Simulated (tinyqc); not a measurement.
Hubbard chain of 4 sites, step by step. One step of it, computed by the program tinyqc.

Problem. The many-body Hamiltonian. Basis: all placements (u, d, 2, 0 on each site), up operators ordered before down ones; hops carry the sign of the same-spin electrons passed.

one-body matrix (hopping and site energies) (eV), order 1, 2, 3, 4:
$$\begin{pmatrix}
0.000000 & -0.900000 & 0.000000 & 0.000000 \\
-0.900000 & 0.000000 & -0.900000 & 0.000000 \\
0.000000 & -0.900000 & 0.000000 & -0.900000 \\
0.000000 & 0.000000 & -0.900000 & 0.000000
\end{pmatrix}$$

U = 1.900000 eV

electrons, up and down: [3, 1]

Give: H.

Solution.

H (eV):
```
        2uu0    u2u0    uu20    uuud    2u0u    u20u    uudu    uu02
2uu0   1.900  -0.900   0.000   0.000  -0.900   0.000   0.000   0.000
u2u0  -0.900   1.900  -0.900   0.000   0.000  -0.900   0.000   0.000
uu20   0.000  -0.900   1.900  -0.900   0.000   0.000  -0.900   0.000
uuud   0.000   0.000  -0.900   0.000   0.000   0.000   0.000  -0.900
2u0u  -0.900   0.000   0.000   0.000   1.900  -0.900   0.000   0.000
u20u   0.000  -0.900   0.000   0.000  -0.900   1.900  -0.900   0.000
uudu   0.000   0.000  -0.900   0.000   0.000  -0.900   0.000  -0.900
uu02   0.000   0.000   0.000  -0.900   0.000   0.000  -0.900   1.900
20uu   0.000   0.000   0.000   0.000  -0.900   0.000   0.000   0.000
uduu   0.000   0.000   0.000   0.000   0.000  -0.900   0.000   0.000
u02u   0.000   0.000   0.000   0.000   0.000   0.000  -0.900   0.000
u0u2   0.000   0.000   0.000   0.000   0.000   0.000   0.000  -0.900
duuu   0.000   0.000   0.000   0.000   0.000   0.000   0.000   0.000
02uu   0.000   0.000   0.000   0.000   0.000   0.000   0.000   0.000
0u2u   0.000   0.000   0.000   0.000   0.000   0.000   0.000   0.000
0uu2   0.000   0.000   0.000   0.000   0.000   0.000   0.000   0.000

        20uu    uduu    u02u    u0u2    duuu    02uu    0u2u    0uu2
2uu0   0.000   0.000   0.000   0.000   0.000   0.000   0.000   0.000
u2u0   0.000   0.000   0.000   0.000   0.000   0.000   0.000   0.000
uu20   0.000   0.000   0.000   0.000   0.000   0.000   0.000   0.000
uuud   0.000   0.000   0.000   0.000   0.000   0.000   0.000   0.000
2u0u  -0.900   0.000   0.000   0.000   0.000   0.000   0.000   0.000
u20u   0.000  -0.900   0.000   0.000   0.000   0.000   0.000   0.000
uudu   0.000   0.000  -0.900   0.000   0.000   0.000   0.000   0.000
uu02   0.000   0.000   0.000  -0.900   0.000   0.000   0.000   0.000
20uu   1.900  -0.900   0.000   0.000  -0.900   0.000   0.000   0.000
uduu  -0.900   0.000  -0.900   0.000   0.000  -0.900   0.000   0.000
u02u   0.000  -0.900   1.900  -0.900   0.000   0.000  -0.900   0.000
u0u2   0.000   0.000  -0.900   1.900   0.000   0.000   0.000  -0.900
duuu  -0.900   0.000   0.000   0.000   0.000  -0.900   0.000   0.000
02uu   0.000  -0.900   0.000   0.000  -0.900   1.900  -0.900   0.000
0u2u   0.000   0.000  -0.900   0.000   0.000  -0.900   1.900  -0.900
0uu2   0.000   0.000   0.000  -0.900   0.000   0.000  -0.900   1.900
```
